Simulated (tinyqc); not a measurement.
Error of the time step: velocity overshoot from momentum and energy balance equations after a field step. Computed by tinyqc, a small Python program. Command: `OMP_NUM_THREADS=1 python tinyqc.py 3016168 3016169 out.jsonl overshoot walk`. One thread of a shared host (Intel(R) Xeon(R) Processor @ 2.30GHz), about 0.01 s of CPU time with the checks.

At t = 0 the field jumps from 0 to F in a uniform sample. v is the drift velocity and u = w - (3/2) k_B T the excess energy per carrier.

Inputs (values chosen for the exercise, modelled on electrons in silicon except for tau_E): effective mass m = 0.25 m_0; low-field mobility mu_0 = 1500 cm^2/(V s); saturation velocity v_s = 0.97 1e7 cm/s; energy relaxation time tau_E = 0.44 ps; field after the step F = 13 kV/cm; lattice temperature T = 300 K; time step dt = 9.3 fs.

Scheme: explicit Euler.

Constants: m_0 = 9.1093837015e-31 kg; e = 1.602176634e-19 C; k_B = 8.617333262e-05 eV/K.

Method:
- dv/dt = e F/m - v/tau_m(u), du/dt = e F v - u/tau_E, tau_m(u) = tau_0/(1 + c u), tau_0 = m mu_0/e, c = mu_0/(e tau_E v_s^2); this choice gives the steady state v (1 + mu_0 F v/v_s^2) = mu_0 F, which saturates at v_s. Steady velocity v = 2 mu_0 F/(1 + sqrt(1 + 4 (mu_0 F/v_s)^2)); u = e F v tau_E; carrier temperature T + 2u/(3 k_B), neglecting the drift energy m v^2/2.
- Step: v_new = v + dt (e F/m - v/tau_m(u)), u_new = u + dt (e F v - u/tau_E). Start v = u = 0; the distance adds dt (v + v_new)/2.
- The peak velocity is recomputed with dt/2 and dt/4 and by an adaptive Runge-Kutta method (tolerance 1e-9).

tau_0 = 213.211 fs

acceleration e F/m = 0.00914586 1e7 cm/s per fs

c = 36.2322 1/eV

steady velocity = 0.758296 1e7 cm/s

Peak velocity:
```
step      v_peak (1e7 cm/s)  error (%)
dt                   1.1208     1.7192
dt/2                 1.1111     0.8398
dt/4                 1.1065     0.4138
adaptive             1.1019     0.0000
```

The explicit scheme puts the peak 1.72 % too high; halving dt divides the error by 2.05, as a first-order method should.

Extremes, crossings and ranges named in words are read from the listed rows.
